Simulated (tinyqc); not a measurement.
Input admittance of a MOSFET at zero drain bias: distributed channel and distributed gate: two steps of the calculation.

Source and drain grounded, strong inversion, w = 2 pi f, Cox = eps0 eox/tox. The channel is an RC line of resistance 1/(mu Cox Vo) per square fed from both ends, so one finger has the intrinsic admittance y = i w Cox L tanh(g)/g per width, g = (1/2) sqrt(i w tau), tau = L^2/(mu Vo). The vertical resistance rv/L is in series with y, the overlaps 2 i w Cov in parallel: y_t = 1/(1/y + rv/L) + 2 i w Cov. The gate strip is a line of Rsh/L per length loaded by y_t, so a finger has Y = y_t Wf tanh(k)/k, k = (Wf/sd) sqrt(y_t Rsh/L); the device has Nf Y.

Parameters, values chosen for the exercise; values of the order met in silicon radio-frequency transistors:

| symbol | value | unit | meaning |
|---|---|---|---|
| eox | 22.3 |  | relative permittivity of the gate insulator (close to hafnium oxide) |
| tox | 11 | nm | insulator thickness |
| L | 1.1 | um | channel length |
| Wf | 6.2 | um | finger width |
| Nf | 64 |  | number of fingers |
| mu | 320 | cm^2/(V s) | channel mobility |
| Vo | 0.37 | V | gate overdrive |
| Rsh | 6 | ohm/square | sheet resistance of the gate |
| rv | 1.7 | ohm um^2 | vertical resistivity of the gate stack |
| sd | 2 |  | number of ends at which a finger is contacted |
| Cov | 0.32 | fF/um | overlap and fringe capacitance on each side |
| f | 8.2 | GHz | frequency |

Constants: eps0 = 8.8541878128e-14 F/cm where lengths are in cm. Results are converted to the units shown.

Task 1. Admittance of the channel and stack per width. tau, g, c = Cox L, y and y_t as defined.

Find: tau; g; c; y; y_t.

Result 1.

tau = 102.20 ps
g = 0.81128+0.81128i
c = 19.745 fF/um
y = 348.88+834.27i uS/um
y_t = 349.77+866.34i uS/um

w tau = 5.27, and Im y is 0.820 of w c.

Task 2. Input impedance of the device. k and Y as defined; Z = 1/(Nf Y) = R + 1/(i w C); Q = |Im Z|/R; signal at the point farthest from a contact |1/cosh k|.

y_t = 349.77008+866.33895i uS/um

Find: k; Nf Y; R; C; Q; signal at the far point.

Result 2.

k = 0.1834+0.1238i
Nf Y = 143.0+339.5i mS
R = 1.054 ohm
C = 7759 fF
Q = 2.374
signal at the far point = 0.9907

Numbers from tinyqc (`OMP_NUM_THREADS=1 python tinyqc.py 2262171 2262172 out.jsonl`; about 0.02 s on one thread of a shared Intel Xeon 2.30GHz).
